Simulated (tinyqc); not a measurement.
Carrier density against temperature: charge neutrality of a doped semiconductor with incomplete ionisation. Computed by tinyqc, a small Python program. Command: `OMP_NUM_THREADS=1 python tinyqc.py 3018898 3018899 out.jsonl dopant walk`. One thread of a shared host (Intel(R) Xeon(R) Processor @ 2.30GHz), about 0.03 s of CPU time with the checks.

Energies are counted from the top of the valence band; E_D is measured down from the conduction band and E_A up from the valence band.

Inputs (values chosen for the exercise, modelled on diamond):

| quantity | value | unit |
|---|---|---|
| gap at 0 K E_g0 | 5.51 | eV |
| Varshni alpha | 0.000505 | eV/K |
| Varshni beta | 1470 | K |
| electron mass m_e | 0.551 | m_0 |
| valleys M_c | 6 | - |
| hole mass m_h | 0.785 | m_0 |
| donor density N_D | 6.3e+17 | cm^-3 |
| acceptor density N_A | 0 | cm^-3 |
| donor depth E_D | 0.554 | eV |
| donor degeneracy g_D | 2 | - |

Doping: n-type. Statistics of the bands: Fermi-Dirac.

Constants: k_B = 8.617333262e-05 eV/K; m_0 = 9.1093837015e-31 kg; k_B = 1.380649e-23 J/K; h = 6.62607015e-34 J s.

Method:
- E_g = E_g0 - alpha T^2/(T + beta).
- N_c = 2 M_c (2 pi m_e k_B T/h^2)^(3/2) and N_v = 2 (2 pi m_h k_B T/h^2)^(3/2), masses in units of m_0.
- n = N_c F_1/2((E_F - E_g)/k_B T), p = N_v F_1/2(-E_F/k_B T).
- F_1/2(eta) = (2/sqrt(pi)) int_0^infinity sqrt(x)/(1 + exp(x - eta)) dx, by the trapezoid rule in t = sqrt(x) with step 0.02 up to t = 12 (for eta < -12 by exp(eta) - exp(2 eta)/2^(3/2)).
- N_D+ = N_D/(1 + g_D exp((E_F - E_g + E_D)/k_B T)).
- Neutrality: p + N_D+ = n + N_A-; the log ratio is ln[(p + N_D+)/(n + N_A-)].
- Neutrality is solved by bisection at each T. The last column is -k_B d ln(n T^-3/4)/d(1/T) from this row and the one above; it turns negative as ionisation nears completion, when the density grows more slowly than that power of T.

Against temperature:

| T (K) | n (cm^-3) | E_F from the band edge (eV) | ionised share | activation energy (eV) |
|---|---|---|---|---|
| 230 | 3.0739e+12 | 0.32533 | 4.8792e-06 | - |
| 290 | 6.5911e+13 | 0.34228 | 1.0462e-04 | 0.27700 |
| 300 | 9.7825e+13 | 0.34519 | 1.5528e-04 | 0.27698 |
| 400 | 1.7657e+15 | 0.37541 | 2.8028e-03 | 0.27686 |
| 580 | 2.7664e+16 | 0.43467 | 4.3911e-02 | 0.27466 |
| 600 | 3.3955e+16 | 0.44169 | 5.3898e-02 | 0.26912 |

What does the comparison show, and why?

Between the two coldest rows the activation energy is 0.277 eV, 0.50 of the dopant depth: without compensation E_F sits halfway between level and band, so half the depth shows. No row comes within 10 % of the net doping.
